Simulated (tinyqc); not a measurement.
Inside a calculation. Method: Hueckel theory of the pi electrons, for the molecule [CH2]c1ccccc1 (SMILES; centres numbered as the heavy atoms are written). One step of it, computed by the program tinyqc.

Problem. Energy, charges, bond orders. E = sum n x; q_r = z_r - P_rr; bond order p = P_rs; free valence = sqrt(3) - sum of p over the bonds of the atom.

x values: 2.101003  1.259280  1.000000  0.000000  -1.000000  -1.259280  -2.101003

occupations: 2.000000  2.000000  2.000000  1.000000  0.000000  0.000000  0.000000

charge and bond-order matrix P, lower triangle:
```
,1C,2C,3C,4C,5C,6C,7C
1C,1.000000
2C,0.635034,1.000000
3C,0.000000,0.522554,1.000000
4C,-0.112480,0.000000,0.705037,1.000000
5C,0.000000,-0.224960,0.000000,0.635034,1.000000
6C,-0.112480,0.000000,-0.294963,0.000000,0.635034,1.000000
7C,0.000000,0.522554,0.000000,-0.294963,0.000000,0.705037,1.000000
```

Centres:
```
centre,"z_r, pi electrons of the neutral centre",h
1C,1,0.000000
2C,1,0.000000
3C,1,0.000000
4C,1,0.000000
5C,1,0.000000
6C,1,0.000000
7C,1,0.000000
```

Bonds:
```
i,j,k
1,2,1
2,3,1
3,4,1
4,5,1
5,6,1
6,7,1
7,2,1
```

Give: pi energy = 7 alpha + this times beta; pi charges; Bond orders and lengths from R = 1.517 - 0.180 p; free valence of the carbons; gap between the highest filled and the next level.

Solution.

pi energy = 7 alpha + this times beta = 8.7206

pi charges: 1C 0.0000, 2C 0.0000, 3C 0.0000, 4C 0.0000, 5C 0.0000, 6C 0.0000, 7C 0.0000

Bond orders and lengths from R = 1.517 - 0.180 p (angstrom, C-C alone):
```
bond,p,R
1-2,0.6350,1.4027
2-3,0.5226,1.4229
3-4,0.7050,1.3901
4-5,0.6350,1.4027
5-6,0.6350,1.4027
6-7,0.7050,1.3901
7-2,0.5226,1.4229
```

free valence of the carbons: 1C 1.0970, 2C 0.0519, 3C 0.5045, 4C 0.3920, 5C 0.4620, 6C 0.3920, 7C 0.5045

gap between the highest filled and the next level = 1.0000 |beta|
